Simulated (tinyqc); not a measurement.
## Electron mobility in a silicon inversion layer, empirical terms and Matthiessen rule: effect of the interlayer thickness

Inversion layer of sheet density Ns on a uniformly doped body, under a high-permittivity gate with an interlayer. The mobility terms are empirical power laws with prefactors chosen for the exercise; adding their inverses (Matthiessen) is itself an approximation.

ni = sqrt(Nc Nv) exp(-Eg/(2 Vt)), Eg in volts; Ndep = sqrt(2 eps0 eps_r Nb (2 Vt ln(Nb/ni) + Vsb)/q); E = q (Ndep + eta Ns)/(eps0 eps_r), in MV/cm. With t = T/(300 K): muC = Ac (Ns/1e12 cm^-2) t/(Nb/1e17 cm^-3 + Nit/1e11 cm^-2), muP = Ap E^(-1/3) t^(-1.75), muS = As E^(-gs), muR = Ar exp(2 ti/lr)/t; 1/mu is the sum of the inverses.

Parameters, values chosen for the exercise; material values close to those of silicon:
- T = 250 K (temperature)
- Eg = 1.12 eV (band gap)
- eps_r = 11.6 (relative permittivity of the semiconductor)
- Nc = 2.15e19 cm^-3 (conduction-band density of states at T)
- Nv = 2e19 cm^-3 (valence-band density of states at T)
- Nb = 3.7e17 cm^-3 (body doping)
- Vsb = 0 V (reverse body bias)
- eta = 0.5 (weight of the inversion charge in the effective field)
- Ap = 435 cm^2/(V s) (phonon-limited mobility at 1 MV/cm and 300 K)
- As = 1090 cm^2/(V s) (roughness-limited mobility at 1 MV/cm)
- gs = 2 (exponent of the roughness term)
- Ac = 3900 cm^2/(V s) (Coulomb prefactor)
- Nit = 1.6e12 cm^-2 (charge at the interface)
- Ar = 160 cm^2/(V s) (remote-phonon mobility without interlayer)
- lr = 0.7 nm (decay length of remote phonons)
- Ns = 2.9e12 cm^-2 (inversion density)

Constants: q = 1.602176634e-19 C, kB = 1.380649e-23 J/K, Vt = kB T/q, eps0 = 8.8541878128e-14 F/cm where lengths are in cm. Results are converted to the units shown.

The same in every row: E (MV/cm) = 0.55674; muC (cm^2/(V s)) = 478.43; muP (cm^2/(V s)) = 727.51; muS (cm^2/(V s)) = 3516.6.

Effect of the interlayer thickness:
```
ti (nm)	muR (cm^2/(V s))	mu (cm^2/(V s))
0.2	339.99	149.47
0.4	602.06	184.84
0.6	1066.1	213.35
0.8	1887.9	233.71
1	3343.0	247.02
1.2	5919.9	255.23
1.4	10483	260.11
1.6	18563	262.95
1.8	32871	264.58
```

What does the comparison show?

As ti goes from 0.2 to 1.8 nm, E stays at 0.557 MV/cm and mu rises from 149 to 265 cm^2/(V s). The smallest term is the remote phonon one in the first row and the Coulomb one in the last.

tinyqc, about 0.01 s, one thread, Intel Xeon 2.30GHz (shared host): `OMP_NUM_THREADS=1 python tinyqc.py 2510088 2510089 out.jsonl`
